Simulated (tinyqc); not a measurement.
Linear model of a band gap against the share of exact exchange: one step. Self-consistent share. Five cases, with inputs chosen for the exercise.

Task: Iterate alpha -> 1/eps(alpha) seven times from a_start. The fixed point solves alpha eps(alpha) = 1; the contraction factor there is 2 (eps - 1) S/((EP + S alpha) eps^2).

E(alpha) = E0 + S alpha. A wider gap screens less, modelled in the Penn form eps(alpha) = 1 + (e0 - 1)(EP/(EP + S alpha))^2 with a scale EP chosen for the exercise. A dielectric-dependent hybrid takes alpha = 1/eps.

Case 1.

Values chosen (of the order of those of GaN; shifted at random, so the results belong to these values and not to a real crystal): E0 = 1.88 eV (gap of the semi-local functional); S = 7.39 eV (slope dE/d(alpha)); e0 = 5.99 (optical dielectric constant at alpha = 0); EP = 19 eV (energy scale of the screening); a_start = 0.1 (starting alpha).

Case 2.

Values chosen (of the order of those of TiO2; shifted at random, so the results belong to these values and not to a real crystal): E0 = 1.94 eV (gap of the semi-local functional); S = 8.88 eV (slope dE/d(alpha)); e0 = 8.18 (optical dielectric constant at alpha = 0); EP = 12.4 eV (energy scale of the screening); a_start = 0.25 (starting alpha).

Case 3.

Values chosen (of the order of those of MgO; shifted at random, so the results belong to these values and not to a real crystal): E0 = 4.88 eV (gap of the semi-local functional); S = 9.99 eV (slope dE/d(alpha)); e0 = 3.15 (optical dielectric constant at alpha = 0); EP = 24.8 eV (energy scale of the screening); a_start = 0.25 (starting alpha).

Case 4.

Values chosen (of the order of those of GaN; shifted at random, so the results belong to these values and not to a real crystal): E0 = 1.84 eV (gap of the semi-local functional); S = 7.11 eV (slope dE/d(alpha)); e0 = 5.88 (optical dielectric constant at alpha = 0); EP = 21.5 eV (energy scale of the screening); a_start = 0.5 (starting alpha).

Case 5.

Values chosen (of the order of those of MgO; shifted at random, so the results belong to these values and not to a real crystal): E0 = 4.64 eV (gap of the semi-local functional); S = 10 eV (slope dE/d(alpha)); e0 = 3.18 (optical dielectric constant at alpha = 0); EP = 25.2 eV (energy scale of the screening); a_start = 0.5 (starting alpha).

Give: Iterates; fixed point; contraction factor.

Result:

Case 1.

Iterates:

| step | alpha | eps | E (eV) |
|---|---|---|---|
| 0 | 0.10000 | 5.6234 | 2.6190 |
| 1 | 0.17783 | 5.3653 | 3.1942 |
| 2 | 0.18638 | 5.3382 | 3.2574 |
| 3 | 0.18733 | 5.3352 | 3.2644 |
| 4 | 0.18743 | 5.3349 | 3.2651 |
| 5 | 0.18744 | 5.3349 | 3.2652 |
| 6 | 0.18745 | 5.3349 | 3.2652 |
| 7 | 0.18745 | 5.3349 | 3.2652 |

fixed point = 0.18745
contraction factor = 0.1104

The factor is positive, so the iterates approach from one side, the error shrinking to 0.11 of itself each step; the gap is within 0.01 eV of its limit from step 2. Self-consistency moves the gap by +0.152 eV against the one-shot choice 1/e0, since a wider gap screens less.

Case 2.

Iterates:

| step | alpha | eps | E (eV) |
|---|---|---|---|
| 0 | 0.25000 | 6.1650 | 4.1600 |
| 1 | 0.16221 | 6.7633 | 3.3804 |
| 2 | 0.14786 | 6.8709 | 3.2530 |
| 3 | 0.14554 | 6.8885 | 3.2324 |
| 4 | 0.14517 | 6.8914 | 3.2291 |
| 5 | 0.14511 | 6.8919 | 3.2286 |
| 6 | 0.14510 | 6.8919 | 3.2285 |
| 7 | 0.14510 | 6.8919 | 3.2285 |

fixed point = 0.14510
contraction factor = 0.1609

The factor is positive, so the iterates approach from one side, the error shrinking to 0.16 of itself each step; the gap is within 0.01 eV of its limit from step 3. Self-consistency moves the gap by +0.203 eV against the one-shot choice 1/e0, since a wider gap screens less.

Case 3.

Iterates:

| step | alpha | eps | E (eV) |
|---|---|---|---|
| 0 | 0.25000 | 2.7746 | 7.3775 |
| 1 | 0.36041 | 2.6394 | 8.4805 |
| 2 | 0.37887 | 2.6183 | 8.6649 |
| 3 | 0.38192 | 2.6149 | 8.6954 |
| 4 | 0.38243 | 2.6143 | 8.7004 |
| 5 | 0.38251 | 2.6142 | 8.7013 |
| 6 | 0.38252 | 2.6142 | 8.7014 |
| 7 | 0.38252 | 2.6142 | 8.7014 |

fixed point = 0.38253
contraction factor = 0.1649

The factor is positive, so the iterates approach from one side, the error shrinking to 0.16 of itself each step; the gap is within 0.01 eV of its limit from step 3. Self-consistency moves the gap by +0.650 eV against the one-shot choice 1/e0, since a wider gap screens less.

Case 4.

Iterates:

| step | alpha | eps | E (eV) |
|---|---|---|---|
| 0 | 0.50000 | 4.5934 | 5.3950 |
| 1 | 0.21770 | 5.2465 | 3.3879 |
| 2 | 0.19060 | 5.3184 | 3.1952 |
| 3 | 0.18802 | 5.3254 | 3.1769 |
| 4 | 0.18778 | 5.3260 | 3.1751 |
| 5 | 0.18776 | 5.3261 | 3.1750 |
| 6 | 0.18775 | 5.3261 | 3.1749 |
| 7 | 0.18775 | 5.3261 | 3.1749 |

fixed point = 0.18775
contraction factor = 0.0950

The factor is positive, so the iterates approach from one side, the error shrinking to 0.09 of itself each step; the gap is within 0.01 eV of its limit from step 3. Self-consistency moves the gap by +0.126 eV against the one-shot choice 1/e0, since a wider gap screens less.

Case 5.

Iterates:

| step | alpha | eps | E (eV) |
|---|---|---|---|
| 0 | 0.50000 | 2.5179 | 9.6400 |
| 1 | 0.39716 | 2.6268 | 8.6116 |
| 2 | 0.38069 | 2.6453 | 8.4469 |
| 3 | 0.37802 | 2.6484 | 8.4202 |
| 4 | 0.37759 | 2.6489 | 8.4159 |
| 5 | 0.37752 | 2.6489 | 8.4152 |
| 6 | 0.37751 | 2.6490 | 8.4151 |
| 7 | 0.37751 | 2.6490 | 8.4151 |

fixed point = 0.37751
contraction factor = 0.1622

The factor is positive, so the iterates approach from one side, the error shrinking to 0.16 of itself each step; the gap is within 0.01 eV of its limit from step 3. Self-consistency moves the gap by +0.630 eV against the one-shot choice 1/e0, since a wider gap screens less.

Computed by tinyqc, one run a case: `OMP_NUM_THREADS=1 python tinyqc.py N N+1 out.jsonl` with N = 1880354, 1880401, 1880511, 1880548, 1880640; one thread of a shared Intel(R) Xeon(R) Processor @ 2.30GHz, about 0.01 s a run at most.
